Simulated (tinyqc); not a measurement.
From results back to parameters: Shockley-Read-Hall recombination through one deep level. Five cases, with inputs chosen for the exercise.

Problem. Deep-level transient spectroscopy: the emission rate is en = gam sigma T^2 exp(-dE/kB T), dE = Ec - Et. Two rates were computed from hidden dE and sigma.

Constants: kB = 8.617333262e-05 eV/K.

Find: ln(en/T^2) at T1 and T2; dE; sigma.

Method. ln(en/T^2) against 1/T is a line of slope -dE/kB and intercept ln(gam sigma); plotting ln en alone would overstate dE by about 2 kB T.

Case 1.

Values chosen (out of a larger set: gap and densities of states near those of GaN at this temperature; not measured data):
- gam = 5.2e+20 1/(cm^2 s K^2) (vth Nc/T^2, which does not depend on T)
- T1 = 326 K
- T2 = 384 K

en(T1) = 0.933411 1/s
en(T2) = 48.8021 1/s

Solution.

ln(en/T^2) at T1 and T2: -11.6427  -8.0135

dE = 0.675 eV
sigma = 4.6e-16 cm^2

Case 2.

Values chosen (out of a larger set: gap and densities of states near those of Si at this temperature; not measured data):
- gam = 5.7e+21 1/(cm^2 s K^2) (vth Nc/T^2, which does not depend on T)
- T1 = 263 K
- T2 = 303 K

en(T1) = 27.9086 1/s
en(T2) = 875.691 1/s

Solution.

ln(en/T^2) at T1 and T2: -7.8154  -4.6525

dE = 0.543 eV
sigma = 1.8e-15 cm^2

Case 3.

Values chosen (out of a larger set: gap and densities of states near those of GaN at this temperature; not measured data):
- gam = 3.8e+20 1/(cm^2 s K^2) (vth Nc/T^2, which does not depend on T)
- T1 = 291 K
- T2 = 323 K

en(T1) = 8.93035 1/s
en(T2) = 118.685 1/s

Solution.

ln(en/T^2) at T1 and T2: -9.1572  -6.7788

dE = 0.602 eV
sigma = 7.4e-15 cm^2

Case 4.

Values chosen (out of a larger set: gap and densities of states near those of Si at this temperature; not measured data):
- gam = 6.1e+21 1/(cm^2 s K^2) (vth Nc/T^2, which does not depend on T)
- T1 = 75 K
- T2 = 89 K

en(T1) = 0.250417 1/s
en(T2) = 15.3363 1/s

Solution.

ln(en/T^2) at T1 and T2: -10.0196  -6.2470

dE = 0.155 eV
sigma = 1.9e-16 cm^2

Case 5.

Values chosen (out of a larger set: gap and densities of states near those of InP at this temperature; not measured data):
- gam = 1.2e+20 1/(cm^2 s K^2) (vth Nc/T^2, which does not depend on T)
- T1 = 190 K
- T2 = 212 K

en(T1) = 0.0277300 1/s
en(T2) = 0.414131 1/s

Solution.

ln(en/T^2) at T1 and T2: -14.0793  -11.5947

dE = 0.392 eV
sigma = 1.6e-16 cm^2

Computed by tinyqc, one run a case: `OMP_NUM_THREADS=1 python tinyqc.py N N+1 out.jsonl` with N = 1651080, 1651115, 1651127, 1651152, 1651156; one thread of a shared Intel(R) Xeon(R) Processor @ 2.30GHz, about 0.01 s a run at most.
